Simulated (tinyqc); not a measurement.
## Random telegraph noise from one oxide trap in a small MOSFET: time constants and noise against gate voltage

An acceptor-like trap exchanges electrons with the channel. Inversion charge Q = Cox u, u = n Vt W0(exp((Vg - VT)/(n Vt))), W0 the Lambert function, n = nf, Cox = eps0 eox/tox; linear regime Id = (W/L) mu Q Vd. Relative to threshold the surface potential rises by Vt ln(u/u0) and the oxide voltage by the rest of Vg - VT, with u0 = n Vt W0(1).

N = Cox u/q; dpsi = Vt ln(u/u0); E = E0 - dpsi - (xt/tox)(Vg - VT - dpsi); capture time tc = 1/[(N/zi) vth s0 exp(-xt/lt - EB/Vt)]; emission time te = tc exp(-E/Vt); occupancy te/(tc + te). A = W L; threshold step dV = q (1 - xt/tox)/(Cox A); gm/Id = 1/(u + n Vt); relative step dI/I = (gm/Id) dV + asc mu/A. fc = (1/tc + 1/te)/(2 pi); rms = (dI/I) sqrt(tc te)/(tc + te).

Parameters, values chosen for the exercise; values of the order met in silicon transistors:
```
symbol  value        unit                                                                 meaning
T         300           K                                                             temperature
eox       3.9              relative permittivity of the gate insulator (close to silicon dioxide)
tox       4.2          nm                                                     insulator thickness
xt          2          nm                            depth of the trap from the channel interface
E0       0.34          eV                   trap level above the channel Fermi level at threshold
s0      1e-16        cm^2                                                       capture prefactor
EB       0.25          eV                                    capture barrier (lattice relaxation)
lt       0.18          nm                                                 tunnelling decay length
vth     2.3e7        cm/s                                                        thermal velocity
zi        1.5          nm                                        thickness of the inversion layer
VT        0.2           V                                                       threshold voltage
nf       1.27                                                                         body factor
W         120          nm                                                              gate width
L          59          nm                                                             gate length
mu        120  cm^2/(V s)                                                                mobility
asc         0         V s                              scattering coefficient of the charged trap
Vd       0.05           V                                                           drain voltage
```

Constants: q = 1.602176634e-19 C, kB = 1.380649e-23 J/K, Vt = kB T/q, eps0 = 8.8541878128e-14 F/cm where lengths are in cm. Results are converted to the units shown.

Time constants and noise against gate voltage:

| Vg (V) | E (eV) | tc (s) | te (s) | occupancy | dI/I (%) | fc (Hz) | rms dI/I (%) |
|---|---|---|---|---|---|---|---|
| 0.58 | 0.12111 | 0.043932 | 4.0569e-4 | 0.0091499 | 0.42470 | 395.93 | 0.040438 |
| 0.64 | 0.090321 | 0.037290 | 0.0011331 | 0.029490 | 0.36584 | 144.73 | 0.061890 |
| 0.7 | 0.059820 | 0.032338 | 0.0031973 | 0.089975 | 0.32080 | 54.699 | 0.091796 |
| 0.76 | 0.029544 | 0.028514 | 0.0090936 | 0.24180 | 0.28533 | 23.083 | 0.12217 |
| 0.82 | -5.5162e-4 | 0.025478 | 0.026027 | 0.50533 | 0.25673 | 12.362 | 0.12836 |
| 0.88 | -0.030501 | 0.023012 | 0.074879 | 0.76492 | 0.23320 | 9.0416 | 0.098887 |
| 0.94 | -0.060330 | 0.020972 | 0.21634 | 0.91163 | 0.21353 | 8.3246 | 0.060607 |
| 1 | -0.090057 | 0.019257 | 0.62730 | 0.97022 | 0.19685 | 8.5185 | 0.033463 |
| 1.06 | -0.11970 | 0.017797 | 1.8245 | 0.99034 | 0.18254 | 9.0302 | 0.017854 |

What does the table show?

tc falls from 0.0439 to 0.0178 s as the channel fills and te rises from 4.06e-4 to 1.82 s; they are equal at Vg = 0.819 V, where E = 0. The rms noise goes from 0.0404 through a maximum of 0.128 (at Vg = 0.82 V among the rows listed) to 0.0179 %. The slope -Vt d ln(tc/te)/dVg is 0.513 between the first two rows and 0.494 between the last two; it tends to xt/tox = 0.476 only when the surface potential stops moving.

Range of the model: VT is taken as given; short-channel effects and the uneven flow of current among few electrons are left out.

Numbers from tinyqc (`OMP_NUM_THREADS=1 python tinyqc.py 2710167 2710168 out.jsonl`; about 0.01 s on one thread of a shared Intel Xeon 2.30GHz).
